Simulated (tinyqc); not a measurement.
MOS structure on a p-type body, non-linear Poisson equation by Newton steps: one step of the calculation.

One dimension, insulator interface at x = 0, acceptor density Na, uniform, net doping C = -(acceptor density). psi is counted from the intrinsic level: n = ni exp((psi - Vb)/Vt), p = ni exp(-psi/Vt); deep in the body psi_b = -Vt ln(Na/ni). The gate acts through Cox = eps0 eox/tox and has the potential psi_G = Vg - (phiM - chi - Vt ln(Nc/ni)). Boltzmann statistics, full ionisation, classical densities, no oxide or interface charge.

Question. Scales and end potentials. ni = sqrt(Nc Nv) exp(-Eg/(2 Vt)), Eg in volts; Cox, psi_G and psi_b as defined.

Parameters, values chosen for the exercise; band and dielectric values close to those of silicon:
- T = 250 K (temperature)
- Eg = 1.14 eV (band gap)
- Nc = 2.1e19 cm^-3 (conduction-band density of states at T)
- Nv = 2.04e19 cm^-3 (valence-band density of states at T)
- chi = 4.03 eV (electron affinity)
- Na = 8.3e15 cm^-3 (acceptor density deep in the body)
- eox = 9.01 (relative permittivity of the gate insulator (close to aluminium oxide))
- tox = 8.8 nm (insulator thickness)
- phiM = 4.55 eV (gate work function)
- Vg = 0.78 V (gate voltage against the body)

Constants: q = 1.602176634e-19 C, kB = 1.380649e-23 J/K, Vt = kB T/q, eps0 = 8.8541878128e-14 F/cm where lengths are in cm. Results are converted to the units shown.

Wanted: ni; Cox; psi_G; psi_b.

Answer.

ni = 6.6870e7 cm^-3
Cox = 0.90655 uF/cm^2
psi_G = 0.83031 V
psi_b = -0.40150 V

Program tinyqc, `OMP_NUM_THREADS=1 python tinyqc.py 2080145 2080146 out.jsonl`; Intel Xeon 2.30GHz, shared host, one thread, about 0.4 s.
